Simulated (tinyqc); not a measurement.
## Trap density from the capacitance step

Question. A junction with shallow donors Nd and a deep trap has C_HF = eps0 eps_r/W and C_LF = eps0 eps_r (Nd + Nt)/(Nd W + Nt xt), xt = W - lam. Find W, xt and Nt.

Parameters, values chosen for the exercise: relative permittivity eps_r = 9.72; shallow donor density Nd = 1.9e16 cm^-3.

Constants: eps0 = 8.8541878128e-14 F/cm where lengths are in cm. Results are converted to the units shown.

C_HF = 31.131700 nF/cm^2
C_LF = 33.914134 nF/cm^2
lam = 98.283002 nm

Solution. C_HF gives W. With y = C_LF/C_HF, Nt/Nd = (y - 1)/(1 - y xt/W).

W = 276 nm
xt = 178 nm
Nt = 5.70e15 cm^-3

Program tinyqc, `OMP_NUM_THREADS=1 python tinyqc.py 2050114 2050115 out.jsonl`; Intel Xeon 2.30GHz, shared host, one thread, about 0.01 s.
